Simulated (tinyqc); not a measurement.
# Chemical-mechanical planarisation: Preston law, pattern density and step-height reduction, step by step

A worked calculation. Computed by tinyqc, a small Python program that keeps every step. Command: `OMP_NUM_THREADS=1 python tinyqc.py 3024049 3024050 out.jsonl cmp walk`. One thread of a shared host (Intel(R) Xeon(R) Processor @ 2.30GHz), about 0.01 s of CPU time with the checks. Intermediate numbers are printed to about 6 digits and carried at full precision; extremes and crossings named in words are read from the listed rows.

A row of 8 cells, repeated periodically, holds raised features that cover a share rho of each cell.

Inputs (values chosen for the exercise, close to those used for oxide polishing):
```
quantity,value,unit
Preston coefficient K,2.8e-13,1/Pa
pressure P,11,kPa
platen and carrier speed,60,rpm
distance between the centres,16,cm
initial step height h0,220,nm
contact height h_c,75,nm
film above the raised areas z0,380,nm
cell size,1.4,mm
planarisation length,3.5,mm
polish time t,56,s
```

local pattern densities, cell by cell: [0.1, 0.4, 0.9, 0.1, 0.6, 0.9, 0.1, 0.1]

## Blanket rate

With equal rotation speeds the relative speed is uniform, v = omega r_c; Preston rate R0 = K P v.

relative speed v = 1.00531 m/s

blanket rate R0 = 3.09635 nm/s

## Effective density

The stiff pad averages the density: rho_eff(i) = sum_j w_ij rho_j / sum_j w_ij, w = exp(-2 d^2/L^2), L the planarisation length and d the distance between cell centres, summed over all periodic images of cell j.

normalised weights (images included) for cells 0, 1, 2, ... apart: [0.319154, 0.231753, 0.088740, 0.018023, 0.003815]

effective densities: [0.256843, 0.393212, 0.483637, 0.498893, 0.521378, 0.486762, 0.338231, 0.221043]

Local densities span 0.1 to 0.9, effective ones 0.221 to 0.521.

## State at time t

While h > h_c only raised areas polish, at R0/rho_eff, until t_c = rho_eff (h0 - h_c)/R0. After that h = h_c exp(-(t - t_c)/tau), tau = rho_eff h_c/R0; low areas polish at R0 (1 - h/h_c) and raised areas at R0 [1 + (1 - rho_eff) h/(rho_eff h_c)]. Removed from raised areas after t_c: h0 - h_c + R0 (t - t_c) + (1 - rho_eff)(h_c - h); from low areas: R0 (t - t_c) - rho_eff (h_c - h). Film left = z0 less the removal from raised areas.

Cells:
```
cell,rho_eff,t_c (s),step h (nm),"removed, raised (nm)","removed, low (nm)",film left on raised areas (nm)
1,0.256843,12.0278,0.06389,336.843,116.907,43.157
2,0.393212,18.4138,1.44944,306.010,87.459,73.990
3,0.483637,22.6484,4.35138,284.749,69.100,95.251
4,0.498893,23.3628,5.03631,281.116,66.152,98.884
5,0.521378,24.4158,6.15047,275.749,61.899,104.251
6,0.486762,22.7947,4.48700,284.005,68.492,95.995
7,0.338231,15.8391,0.55734,318.616,99.174,61.384
8,0.221043,10.3513,0.01487,344.755,124.770,35.245
```

range of film left across the row = 69.0058 nm

largest remaining step = 6.15047 nm

thinnest film left = 35.2453 nm

8 of 8 cells have reached contact. The cell with the lowest rho_eff has lost the most film from its raised areas.

## Local against global planarity over time

Times are multiples of h0/R0; the range is the largest minus the smallest removal from raised areas.

Steps and range (nm):
```
multiple,t (s),largest step,smallest step,range across the row,mean removal from raised areas
0.10,7.105,177.804,120.472,57.332,60.394
0.20,14.210,135.608,36.479,102.563,118.894
0.30,21.315,93.412,9.677,103.245,166.228
0.45,31.973,41.226,1.322,84.776,219.190
0.60,42.631,17.728,0.181,74.418,259.460
0.80,56.841,5.754,0.013,68.818,306.683
1.00,71.051,1.868,0.001,66.967,351.609
1.30,92.367,0.345,0.000,66.239,417.935
1.70,120.787,0.036,0.000,66.091,505.994
```

Local steps shrink to 0.036 nm or less, but the range across the row reaches up to 103.2 nm among these rows and ends at 66.1 nm, against the limit (largest - smallest rho_eff) h0 = 66.1 nm: once flat, all cells polish alike and the difference stays. Evener density (dummy fill), a longer planarisation length or a smaller initial step reduces it. Caution: in the last rows the removal passes z0 somewhere, so they describe a thicker film than the one given.

Checks made by the program: volume removed per cell equals R0 t (relative difference below 1e-10).
